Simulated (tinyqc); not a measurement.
Mass and g factor above the band edge: five-level k.p model folded onto the conduction band.

Second-order sums for the lowest conduction level at E: 1/m = 1 + Cm + (Ep/3)(2/E + 1/(E + Dso)) - (Ep2/3)(2/(E7 + D2 - E) + 1/(E7 - E)); g/2 = 1 + Cg - (Ep/3)(1/E - 1/(E + Dso)) - (Ep2/3)(1/(E7 - E) - 1/(E7 + D2 - E)). E is counted from the top of the valence band; E = Eg at the edge.

Values chosen for the exercise (near those of GaAs; shifted at random, so the results belong to these values and not to a real crystal):

| symbol | value | unit | meaning |
|---|---|---|---|
| Eg | 1.529 | eV | gap at Gamma to the s-like level |
| Dso | 0.341 | eV | spin-orbit splitting |
| Ep | 26.1 | eV | Kane energy |
| E7 | 4.53 | eV | upper Gamma7 conduction level, from the valence top |
| D2 | 0.18 | eV | its spin-orbit splitting, Gamma8 above Gamma7 |
| Ep2 | 4.3 | eV | Kane energy to the upper levels |
| Cm | -0.5 |  | remote term in 1/m |
| Cg | 0 |  | remote term in g/2 |

The sums are evaluated at E = Eg + dE, as is done for confined or hot electrons.

Results:

| dE (meV) | m(E) | g(E) | m(E)/m(Eg) | 1 + dE/Eg |
|---|---|---|---|---|
| 0 | 0.0660 | -0.129 | 1.0000 | 1.0000 |
| 20 | 0.0669 | -0.081 | 1.0137 | 1.0131 |
| 50 | 0.0683 | -0.013 | 1.0344 | 1.0327 |
| 100 | 0.0706 | 0.093 | 1.0692 | 1.0654 |
| 150 | 0.0729 | 0.191 | 1.1044 | 1.0981 |
| 200 | 0.0752 | 0.280 | 1.1400 | 1.1308 |
| 300 | 0.0800 | 0.439 | 1.2126 | 1.1962 |

Over 300 meV the mass grows by 21.3 %, against 19.6 % for two levels alone, and g moves from -0.129 to 0.439, crossing zero near dE = 56 meV.

Run: tinyqc, `OMP_NUM_THREADS=1 python tinyqc.py 1080979 1080980 out.jsonl`; Intel(R) Xeon(R) Processor @ 2.30GHz, one thread, shared host; about 0.01 s of CPU time with all checks.
